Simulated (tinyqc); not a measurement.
Material parameters from the melting point of the curve.

Inverse problem. In a hemispherical model of a phase-change cell the resistance is rho/(2 pi r0), and melting starts where I^2 rho b^2/(32 pi^2 ka r0^2) = Tm - T0. Find rho and ka.

Parameters, values chosen for the exercise: ambient temperature T0 = 300 K; melting point Tm = 897 K; radius of the heater contact r0 = 11 nm.

resistance = 0.43405894 kohm
melting current = 554.38194 uA
b = 1.7796721

Answer. The resistance gives rho, and the melting current then gives ka.

rho = 3.00 mohm cm
ka = 1.28 W/(m K)

Numbers from tinyqc (`OMP_NUM_THREADS=1 python tinyqc.py 2490060 2490061 out.jsonl`; about 0.01 s on one thread of a shared Intel Xeon 2.30GHz).
